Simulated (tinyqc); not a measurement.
Strain dependence: valley-orbit splitting of a donor ground state, with strain. Computed by tinyqc, a small Python program. Command: `OMP_NUM_THREADS=1 python tinyqc.py 3024244 3024245 out.jsonl valleyorbit walk`. One thread of a shared host (Intel(R) Xeon(R) Processor @ 2.30GHz), about 0.01 s of CPU time with the checks.

The basis is the 1s envelope in each valley; energies are counted from the unstrained conduction-band edge. The strain is e_s (a a^T - 1/3) for the unit stress axis a, so valley j along n_j moves by Xi_u e_s w_j with w_j = (n_j.a)^2 - 1/3: -1/3 for x and y, +2/3 for z.

Inputs (values chosen for the exercise, modelled on donors in silicon):
```
quantity                            value  unit
single-valley binding energy E_0     30.1   meV
central-cell shift Lambda            3.94   meV
coupling Delta_1                     2.53   meV
coupling Delta_2                     1.85   meV
shear deformation potential Xi_u     9.01    eV
shear strain e_s                  3.7e-05     -
```

Valleys: six along <100>. Stress axis: [001].

Method:
- By symmetry: E(A1) = E_0 + Lambda + 4 Delta_1 + Delta_2 (one state), E(T2) = E_0 + Lambda - Delta_2 (three), E(E) = E_0 + Lambda - 2 Delta_1 + Delta_2 (two), as binding energies.
- H_jj = -(E_0 + Lambda) + Xi_u e_s w_j; H_jk = -Delta_2 between opposite valleys and -Delta_1 between perpendicular ones.
- The contact hyperfine ratio is A/A_0 = (sum_j c_j)^2/(number of valleys), c_j the valley amplitudes of the ground state; binding from the lowest valley edge.

E(A1) = 46.01 meV

Against strain:
```
e_s        Xi_u e_s (w_max - w_min) (meV)  binding (meV)  gap to next level (meV)    A/A_0
-3.00e-04                        -2.70300         44.321                   12.131  0.99222
-1.10e-04                        -0.99110         45.364                   13.174  0.99901
-3.70e-05                        -0.33337         45.789                   13.599  0.99989
-1.10e-05                        -0.09911         45.944                   13.754  0.99999
1.10e-05                          0.09911         45.977                   13.787  0.99999
3.70e-05                          0.33337         45.900                   13.710  0.99989
1.10e-04                          0.99110         45.694                   13.504  0.99910
3.00e-04                          2.70300         45.209                   13.019  0.99384
```

What follows from these numbers?

A/A_0 falls for either sign of strain, to 0.992 and 0.994 at the ends; its limits are the shares of the valleys that end up lowest, 2/6 under compression and 4/6 under tension. Near zero strain A/A_0 changes in second order, the binding in first. The binding energy drops from 46.01 meV to 44.32 and 45.21 meV, since fewer valleys share the valley-orbit gain.

Extremes, crossings and ranges named in words are read from the listed rows.
